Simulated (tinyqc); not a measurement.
Floating body of a partially depleted SOI transistor: body voltage and kink: two steps of the calculation.

Source at 0 V. Channel current Ic = 2 nf K Vt^2 [F(0) - F(Vd)](1 + la Vd), F(V) = ln^2(1 + exp((Vg - VT - nf V)/(2 nf Vt))), VT = VT0 - gb Vb. Saturation voltage Vs = 2 Vt sqrt(F(0)) + 3 Vt, excess Ve = (Vd - Vs + sqrt((Vd - Vs)^2 + 0.0004 V^2))/2, multiplication M1 = Ai Ve exp(-Bl/Ve). Each junction passes D(v) = J1 (exp(v/Vt) - 1) + J2 (exp(v/(2 Vt)) - 1). Bipolar current Ib = bb J1 (exp(Vb/Vt) - 1). The body settles where M1 (Ic + Ib) = D(Vb) + D(Vb - Vd) + Vb/Rb; drain current Id = (1 + M1)(Ic + Ib) - D(Vb - Vd).

Values chosen for this exercise; values of the order met in partially depleted silicon-on-insulator transistors: temperature T = 358 K; threshold at zero body voltage VT0 = 0.49 V; fall of the threshold per volt of body voltage gb = 0.26; slope factor nf = 1.23; gain factor per width K = 210 uA/(V^2 um); channel-length modulation factor la = 0.08 1/V; impact-ionisation prefactor Ai = 1.12 1/V; impact-ionisation voltage Bl = 5.4 V; diffusion saturation current of each junction J1 = 3e-10 uA/um; recombination saturation current of each junction J2 = 7.2e-8 uA/um; gain of the lateral bipolar transistor on the diffusion current bb = 1; resistance of a weak body tie to the source (1e9 stands for no tie, and the term is then dropped) Rb = 1e9 kohm um; gate voltage Vg = 0.97 V; drain voltage Vd = 2.4 V.

Constants: q = 1.602176634e-19 C, kB = 1.380649e-23 J/K, Vt = kB T/q. Results are converted to the units shown.

Question 1. New Vb. Current into the body I_in = M1 (Ic + Ib) - D(Vb - Vd), current out I_out = D(Vb) + Vb/Rb; f = ln(I_in/I_out), s = df/dVb by central differences over 1e-5 V, Vb(new) = Vb - f/s.

Vb after iteration 1 = 0.72166233 V

Wanted: Ic; Ve; M1; I_in; I_out; f; s; Vb after iteration 2.

Answer 1.

Ic = 45.36 uA/um
Ve = 1.765 V
M1 = 0.09267
I_in = 4.605 uA/um
I_out = 4.338 uA/um
f = 0.05971
s = -29.33 1/V
Vb after iteration 2 = 0.7237 V

Question 2. Drain current with floating and with grounded body. Id and VT at the converged Vb, Id at Vb = 0, their ratio, and the bipolar share Ib/(Ic + Ib).

converged Vb = 0.72370367 V

Find: VT; Id, floating; Id, grounded; ratio; bipolar share.

Answer 2.

VT = 0.3018 V
Id, floating = 54.69 uA/um
Id, grounded = 26.47 uA/um
ratio = 2.066
bipolar share = 9.240 %

The body rises to 0.724 V and lowers the threshold by 188 mV.

Range of the model: The multiplication law is an empirical form chosen for the exercise; self-heating and capacitive coupling to the body are left out, and the linear laws are rough once Vb passes about 0.7 V or M1 about 0.1.

Program tinyqc, `OMP_NUM_THREADS=1 python tinyqc.py 2182043 2182044 out.jsonl`; Intel Xeon 2.30GHz, shared host, one thread, about 0.2 s.
